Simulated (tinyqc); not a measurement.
Inside a calculation. Model: hydrogen passivation and dissociation of interface defects with a spread of activation energies. Computed by tinyqc, a small Python program that keeps every step. Command: `OMP_NUM_THREADS=1 python tinyqc.py 3023501 3023502 out.jsonl passivation walk`. One thread of a shared host (Intel(R) Xeon(R) Processor @ 2.30GHz), about 0.01 s of CPU time with the checks. Intermediate numbers are printed to about 5 digits and carried at full precision; extremes and crossings named in words are read from the listed rows.

All defects start passivated and lose hydrogen by HP -> P + H; no hydrogen is supplied. Activation energies are normally distributed.

Inputs (values chosen for the exercise, for a model interface): defect density N_0 = 1.6e+12 cm^-2; mean dissociation energy E_d = 2.85 eV; spread s_d = 0.095 eV; prefactor k_d0 = 2.4e+13 1/s; anneal temperature T = 690 K; anneal time t = 11000 s.

Ambient: vacuum.

Constants: k_B = 8.617333262e-05 eV/K.

## Sites at the mean energies

b = k_d0 exp(-E_d/k_B T); the active share of one kind of site is 1 - exp(-b t).

dissociation rate b = 3.6621e-08 1/s

active share, single energy = 4.0276e-04

## A five-point average

Gauss-Hermite nodes for a unit normal variable, z = 0, +/-1.355626, +/-2.856970 with weights 0.533333, 0.222076, 0.011257; the energy is E_d + s_d z.

Nodes:
```
z            weight  energy (eV)  rate (1/s)  active share
-2.856970  0.011257       2.5786  3.5167e-06    3.7945e-02
-1.355626  0.222076       2.7212  3.1943e-07    3.5076e-03
0.000000   0.533333       2.8500  3.6621e-08    4.0276e-04
1.355626   0.222076       2.9788  4.1985e-09    4.6182e-05
2.856970   0.011257       3.1214  3.8136e-10    4.1949e-06
```

active share, five points = 0.0014312

Caution: the spread exceeds 1.3 k_B T, so the integrand is step-like and five points are a rough average.

## Average over the spread

Full average: z from -5 to 5 in steps of 0.125 with normalised weights exp(-z^2/2), energy = mean + spread x z.

active share = 0.0014308

active defects = 2.2893e+09 cm^-2

The spread changes the active share from 4.03e-4 to 0.00143: the weakly bound tail dissociates first.

## Isochronal anneals

The formulas are those given above.

Same time, other temperatures:
```
T (K)     b (1/s)  active share, single energy  active share, spread
700    7.2630e-08                   7.9861e-04            2.7194e-03
750    1.6945e-06                   1.8467e-02            4.6949e-02
800    2.6669e-05                   2.5424e-01            3.4409e-01
850    3.0348e-04                   9.6450e-01            8.4183e-01
900    2.6358e-03                   1.0000e+00            9.9345e-01
950    1.8234e-02                   1.0000e+00            9.9997e-01
1000   1.0395e-01                   1.0000e+00            1.0000e+00
1050   5.0213e-01                   1.0000e+00            1.0000e+00
1100   2.1019e+00                   1.0000e+00            1.0000e+00
```

Hydrogen is lost over a window: solving the same formulas, the share goes from 10 to 90 % within 93 K with the spread and 61 K without, since weakly bound sites go early and strongly bound ones late; half is lost near 815 K, where k_B T ln(k_d0 t) is about E_d.

## Isothermal kinetics

Times are decades about 1/b of the mean site. The last column is the part of the change still to come; rows stop once it is below 1e-5.

Against time:
```
t (s)     active share, single energy  active share, spread  unreacted part
3.00e+04                   1.0980e-03               0.00385      9.9615e-01
3.00e+05                   1.0926e-02               0.03380      9.6620e-01
3.00e+06                   1.0404e-01               0.20353      7.9647e-01
3.00e+07                   6.6668e-01               0.61772      3.8228e-01
3.00e+08                   9.9998e-01               0.93493      6.5070e-02
3.00e+09                   1.0000e+00               0.99729      2.7071e-03
3.00e+10                   1.0000e+00               0.99998      2.1990e-05
```

A single energy finishes within about two decades of time. With the spread the unreacted part is 0.97 at 300000 s and still 0.065 at 3e8 s, where one energy leaves 1.7e-5: a width of s/k_B T = 1.60 in ln(rate) stretches the decay markedly. Times above 1e9 s (about 30 years) are only formal.

Checks made by the program: the average on a grid twice as fine (relative difference 2e-05).
